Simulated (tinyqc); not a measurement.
FinFET, parasitic resistance, capacitance and delay: one step of the calculation.

Nf fins under one contact; each has gated perimeter p = 2 Hf + Wf and cross-section A = Hf Wf; contact width Wc = Nf pf, stack height Hs = Hf. Contact length Lc = CPP - Lg - 2 Lsp, shared by two neighbouring gates. Source and drain sides are equal. The formulas are first-order estimates, not field solutions.

Problem. Capacitances. With N fins: gate Cg = Cinv p N Lg; per side, plate Cp = ks eps0 [Wc (Hs + Hc) - N A]/Lsp, top fringe Cf = (2/pi) ks eps0 Wc ln(1 + Lg/(2 Lsp)), overlap Co = Cinv p N Lov. Cs = Cp + Cf + Co. An inverter of two such devices driving an equal one has the load CL = 2 (Cg + 2 Cs) + 4 Cs + Cw (its own drains counted twice for the Miller effect).

Values chosen for this exercise; values close to those of silicon logic devices:
- Nf = 2 (number of fins)
- Hf = 55 nm (fin height)
- Wf = 6 nm (fin width)
- pf = 30 nm (fin pitch)
- Lg = 14 nm (gate length)
- Lsp = 6 nm (spacer length)
- ks = 5.5 (relative permittivity of the spacer)
- Hc = 25 nm (gate height above the channel stack)
- Lov = 2 nm (gate overlap)
- Cinv = 2.7 uF/cm^2 (inversion capacitance)
- Cw = 0.16 fF (wire load)

Constants: eps0 = 8.8541878128e-12 F/m. Results are converted to the units shown.

Wanted: Cg; Cp; Cf; Co; CL.

Solution.

Cg = 87.70 aF
Cp = 33.60 aF
Cf = 1.438 aF
Co = 12.53 aF
CL = 715.9 aF

The channel capacitance gives 24.5 % of CL, the parasitic parts 53.2 % and the wire 22.3 %.

Numbers from tinyqc (`OMP_NUM_THREADS=1 python tinyqc.py 2170138 2170139 out.jsonl`; about 0.04 s on one thread of a shared Intel Xeon 2.30GHz).
